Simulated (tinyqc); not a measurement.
## Junction field-effect transistor with two gates, gradual channel with velocity saturation: output curve

A uniformly doped n-type channel, depleted from both sides by p+ gates; at channel potential V the depleted share of a is u = sqrt((Vbi - Vg + V)/Vp), s at the source. Electrons drift with v = mu E/(1 + mu E/vsat). Abrupt depletion edge, no series resistance, source at 0.

ni = sqrt(Nc Nv) exp(-Eg/(2 Vt)), Eg in volts; Vbi = Vt ln(Na Nd/ni^2); Vp = q Nd a^2/(2 eps0 eps_r); G0 = 2 q mu Nd a W/L; Z = mu Vp/(vsat L); s = sqrt((Vbi - Vg)/Vp). I = (G0 Vp/3) F/(1 + Z (u^2 - s^2)), F = 3 (u^2 - s^2) - 2 (u^3 - s^3), with u at V = Vd; Z = 0 gives constant mobility, for which u stops at 1. The current peaks at u = um, the root of (1 - u)(1 + Z (u^2 - s^2)) = Z F/3; beyond Vdsat = Vp (um^2 - s^2) it is held at that value.

Parameters, values chosen for the exercise; material values close to those of gallium arsenide:
```
symbol,value,unit,meaning
T,300,K,temperature
eps_r,13.2,,relative permittivity of the semiconductor
Nc,4.39e17,cm^-3,conduction-band density of states at T
Eg,1.44,eV,band gap
Nv,9.03e18,cm^-3,valence-band density of states at T
Nd,2.1e16,cm^-3,donor density of the channel
a,510,nm,half the channel thickness
mu,5900,cm^2/(V s),low-field mobility at this doping
vsat,9.3e6,cm/s,saturation velocity
L,1,um,gate length
W,50,um,gate width
Na,1.5e18,cm^-3,acceptor density of the gates
Vg,0,V,gate voltage
```

Constants: q = 1.602176634e-19 C, kB = 1.380649e-23 J/K, Vt = kB T/q, eps0 = 8.8541878128e-14 F/cm where lengths are in cm. Results are converted to the units shown.

Results:
```
Vd (V)  u (at most 1)  I for Z = 0 (mA)  I (mA)
0.1            0.6148             4.011   2.454
0.44           0.6847             16.05   4.232
0.77           0.7463             25.54   4.357
1.45           0.8594             39.02   4.357
1.79           0.9107             42.97   4.357
2.12           0.9579             45.16   4.357
2.46            1.000             45.81   4.357
2.8             1.000             45.81   4.357
```

Estimate the missing row, Vd = 1.11 V.

Computed row:
```
Vd (V)  u (at most 1)  I for Z = 0 (mA)  I (mA)
1.11           0.8048             33.25   4.357
```

With this row back in the table: With constant mobility the current rises from 4.01 to 45.8 mA and saturates at pinch-off, Vd = 2.43 V; with Z = 23.8 it saturates at 0.663 V and 4.36 mA. The two differ by 39 % in the first row and 90 % in the last. In every row the gate is shorter than 2 a, outside the gradual-channel approximation.

Numbers from tinyqc (`OMP_NUM_THREADS=1 python tinyqc.py 2500139 2500140 out.jsonl`; about 0.09 s on one thread of a shared Intel Xeon 2.30GHz).
